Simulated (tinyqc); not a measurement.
Worked calculation: harmonic frequencies on the B3LYP (VWN-RPA form)/3-21g surface (energies and gradients from PySCF), for H2, spin multiplicity 1. One step of it, computed by the program tinyqc.

Task: One row of the Hessian: 1Hz. Displace 1Hz by +/-0.005 bohr; H(k, :) = (g(+) - g(-)) / (2 delta).

optimised positions (bohr):
```
           x         y         z
1H  0.000000  0.000000  0.088587
2H  0.000000  0.000000  1.498783
```

gradient at +delta (hartree/bohr):
```
             x           y            z
1H  0.00000000  0.00000000   0.00190711
2H  0.00000000  0.00000000  -0.00190711
```

gradient at -delta (hartree/bohr):
```
             x           y            z
1H  0.00000000  0.00000000  -0.00190467
2H  0.00000000  0.00000000   0.00190467
```

Give: row of the Hessian.

Result:

row of the Hessian (hartree/bohr^2): 1Hx 0.000000, 1Hy 0.000000, 1Hz 0.381178, 2Hx 0.000000, 2Hy 0.000000, 2Hz -0.381178
